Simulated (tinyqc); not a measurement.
Configuration-coordinate model of carrier capture at a defect, step by step. Values are carried at full precision from step to step, so a last printed digit may differ when a step is redone from the rounded ones.

Two parabolas of equal curvature k in one coordinate Q: with the carrier free at the band edge, U_f = k Q^2/2; with the carrier trapped, U_t = k (Q - dQ)^2/2 - ET. ER = k dQ^2/2, Huang-Rhys factor S = ER/hw, hw = 0.0646541 sqrt(k/M) eV for k in eV/angstrom^2 and M in u. The curves cross at a height Eb = (ER - ET)^2/(4 ER) above the free minimum.

Constants: kB = 8.617333262e-05 eV/K.

Inputs chosen for the exercise (of the size met at an oxide trap near a Si / SiO2 interface; not measured data): ET = 0.51 eV (thermal depth of the level below the band edge); ER = 1.46 eV (relaxation energy); hw = 0.048 eV (phonon energy of the mode); M = 28 u (mass of the mode); T = 200 K (temperature); nu = 1e+11 1/s (attempt rate).

## The two parabolas

Form S, k, dQ, the crossing point Qc = (ER - ET)/(k dQ), Eb, and the emission barrier Eb + ET.

S = 30.417
k = 15.4329 eV/angstrom^2
dQ = 0.4350 angstrom
Qc = 0.1415 angstrom

barriers (eV): capture 0.1545, emission 0.6645

ER > ET: the crossing lies between the two minima (large relaxation); at Q = 0 the trapped level lies above the band edge.

## Optical transitions

Vertical ionisation from the trapped minimum costs ET + ER; vertical capture from the free minimum releases ET - ER (none if negative); the band has a standard deviation sqrt(S hw^2 coth(hw/2kT)) with S = ER/hw, and a full width 2.35482 times that.

energies (eV): ionisation peak 1.970, zero-phonon 0.510, emission peak -0.950

coth(hw/2kT) = 1.1316
standard deviation = 0.2816 eV
full width = 0.6631 eV

Vertical capture would need energy: there is no luminescence peak (at most a tail of the broadened line), and a carrier freed by light must cross the barrier Eb to return or tunnel through it; where tunnelling is slow this gives persistent photoconductivity at low temperature. The optical peak exceeds the thermal depth by a factor 3.86.

## The multiphonon factor

Multiphonon factor for giving p = ET/hw phonons to the lattice: W = exp(-S (2 nb + 1)) ((nb + 1)/nb)^(p/2) I_p(x), nb = 1/(exp(hw/kT) - 1), x = 2 S sqrt(nb (nb + 1)), I_p the modified Bessel function. Classical limit: W = hw exp(-Eb/kT)/sqrt(4 pi ER kT). At T = 0: exp(-S) S^p/Gamma(p + 1).

Form p, nb, x and ln W, the classical ln W, and the capture time 1/(nu W).

p, nb, x: [10.6250, 0.0658, 16.1078]

ln W: quantum -9.302, classical -11.428

capture time = 1.10e-07 s

The quantum factor is 8.38 times the classical one at kT/hw = 0.36: nuclear tunnelling rules.

## Emission by detailed balance

For equal degeneracies and one band-edge state, emission time = capture time x exp(ET/kT).

ET/kT = 29.592
log10 of the emission time in s = 5.89

## Checks

- Ln W for the nearest whole p against the double Poisson sum over emitted and absorbed phonons: both -9.02106.

tinyqc: `OMP_NUM_THREADS=1 python tinyqc.py 1450028 1450029 out.jsonl`; about 0.01 s, one thread, shared Intel(R) Xeon(R) Processor @ 2.30GHz.
